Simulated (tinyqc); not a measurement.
# Schottky barrier with interface states (Cowley-Sze model), image lowering and contact resistance, step by step

A worked calculation. Computed by tinyqc, a small Python program that keeps every step. Command: `OMP_NUM_THREADS=1 python tinyqc.py 3013144 3013145 out.jsonl pinning walk`. One thread of a shared host (Intel(R) Xeon(R) Processor @ 2.30GHz), about 0.01 s of CPU time with the checks. Intermediate numbers are printed to about 5 digits and carried at full precision; extremes and crossings named in words are read from the listed rows.

An n-type semiconductor under a metal. The barrier lies between the Schottky-Mott limit phi_M - chi and the Bardeen limit E_g - E_n, E_n being the neutrality level of the interface states; the space-charge term of the full Cowley-Sze expression is left out.

Inputs (values chosen for the exercise, with gap, mass and screening modelled on GaN):
```
quantity,value,unit
gap E_g,3.49,eV
electron affinity chi,4.19,eV
metal work function phi_M,5.38,eV
neutrality level E_n above the valence band,0.534,eV
optical dielectric constant eps_opt,5.51,-
dielectric constant eps_s,9.57,-
electron mass m_e,0.208,m_0
valleys M_c,1,-
donor density N,4.7e+16,cm^-3
temperature T,425,K
reverse bias V_r,1.1,V
```

Pinning factor from: Moench relation.

Constants: k_B = 8.617333262e-05 eV/K; m_0 = 9.1093837015e-31 kg; k_B = 1.380649e-23 J/K; h = 6.62607015e-34 J s; eps_0 = 8.8541878128e-12 F/m; e = 1.602176634e-19 C; hbar = 1.054571817e-34 J s.

## Pinning factor and barrier

S = 1/(1 + 0.1 (eps_opt - 1)^2), an empirical relation for metal-induced gap states. phi_B = S (phi_M - chi) + (1 - S)(E_g - E_n); the hole barrier is E_g - phi_B.

pinning factor S = 0.32960

Schottky-Mott barrier = 1.19 eV

Bardeen barrier = 2.956 eV

barrier phi_B = 2.3739 eV

hole barrier = 1.1161 eV

The contact is partly pinned.

## Depletion layer and image lowering under reverse bias

N_c = 2 M_c (2 pi m_e k_B T/h^2)^(3/2); xi = E_c - E_F solves N = N_c F_1/2(-xi/k_B T) (bisection; full ionisation). F_1/2(eta) = (2/sqrt(pi)) int_0^infinity sqrt(x)/(1 + exp(x - eta)) dx, by the trapezoid rule in t = sqrt(x) with step 0.02 up to t = 12 (for eta < -12 by exp(eta) - exp(2 eta)/2^(3/2)). V_bi = phi_B - xi; W = sqrt(2 eps_s eps_0 (V_bi + V_r - k_B T/e)/(e N)); field at the metal E_m = e N W/(eps_s eps_0); image lowering sqrt(e E_m/(4 pi eps_s eps_0)).

N_c = 4.0139e+18 cm^-3

xi = 0.16273 eV

built-in voltage V_bi = 2.2112 V

depletion width W = 271.47 nm

field E_m = 2.4125e+05 V/cm

image lowering = 0.060249 eV

## Thermionic current

A* = 4 pi e m_e M_c k_B^2/h^3 (a simple valley count); J_s = A* T^2 exp(-phi/k_B T). J_0 uses phi_B; the reverse current uses phi_B less the image lowering, times 1 - exp(-V_r/k_B T).

Richardson constant A* = 24.996 A cm^-2 K^-2

J_0 = 3.1904e-22 A/cm^2

thermionic reverse current = 1.6531e-21 A/cm^2

Image lowering raises the reverse current by a factor 5.18. Caution: so small an emission current is nominal: generation, tunnelling and edge leakage set the real one.

## Tunnelling scale and contact resistivity

E_00 = (e hbar/2) sqrt(N/(m_e eps_s eps_0)), E_0 = E_00 coth(E_00/k_B T); scaling form of the contact resistivity rho_c = (k_B/(e A* T)) exp(phi_B/E_0), which is the thermionic result when E_00 << k_B T and keeps only the leading exponential of tunnelling when E_00 >> k_B T; image lowering is left out of it.

E_00 = 0.0028529 eV

E_00/k_B T = 0.077898

E_0 = 0.036698 eV

contact resistivity rho_c = 1.0072e+20 ohm cm^2

With the usual bounds 0.5 and 5 on E_00/k_B T the regime is thermionic emission; so large a rho_c means a blocking contact.

## Choosing the metal

The formulas are those given above.

Against work function:
```
phi_M (eV),Schottky-Mott (eV),phi_B (eV),J_0 (A/cm^2),rho_c (ohm cm^2)
4.19,0.00,1.9817,1.4286e-17,2.2984e+15
4.42,0.23,2.0575,1.8029e-18,1.8137e+16
4.65,0.46,2.1333,2.2752e-19,1.4312e+17
4.88,0.69,2.2091,2.8713e-20,1.1293e+18
5.10,0.91,2.2816,3.9647e-21,8.1461e+18
5.33,1.14,2.3575,5.0035e-22,6.4281e+19
5.56,1.37,2.4333,6.3143e-23,5.0724e+20
5.79,1.60,2.5091,7.9685e-24,4.0026e+21
```

A span of 1.60 eV in work function moves the barrier by 0.527 eV (slope S = 0.330) and rho_c by 6.2 decades. The barrier equals its Schottky-Mott value only at phi_M = chi + E_g - E_n = 7.15 eV, where the interface states are neutral (beyond the work function of any metal).

## Doping the contact

Regimes: thermionic below E_00/k_B T = 0.5, field emission above 5.

Against doping:
```
N (cm^-3),1e10/sqrt(N),E_00/k_B T,rho_c (ohm cm^2),regime
1.00e+16,1.0000e+02,3.5932e-02,1.1164e+20,thermionic emission
1.00e+17,3.1623e+01,1.1363e-01,8.6974e+19,thermionic emission
1.00e+18,1.0000e+01,3.5932e-01,8.0885e+18,thermionic emission
3.00e+18,5.7735e+00,6.2236e-01,8.1695e+16,thermionic-field emission
1.00e+19,3.1623e+00,1.1363e+00,1.1347e+12,thermionic-field emission
3.00e+19,1.8257e+00,1.9681e+00,4.6250e+05,thermionic-field emission
1.00e+20,1.0000e+00,3.5932e+00,5.3925e-01,thermionic-field emission
3.00e+20,5.7735e-01,6.2236e+00,2.7061e-04,field emission
1.00e+21,3.1623e-01,1.1363e+01,2.4356e-06,field emission
```

Even over the thermionic rows rho_c falls by a factor 14, since the barrier is many E_0 high, and then it falls faster, by 25.7 decades in all; in field emission ln rho_c is linear in 1/sqrt(N). It stays above 1e-7 ohm cm^2 at every listed doping.

Checks made by the program: charge in the layer against the field (relative difference below 1e-10).
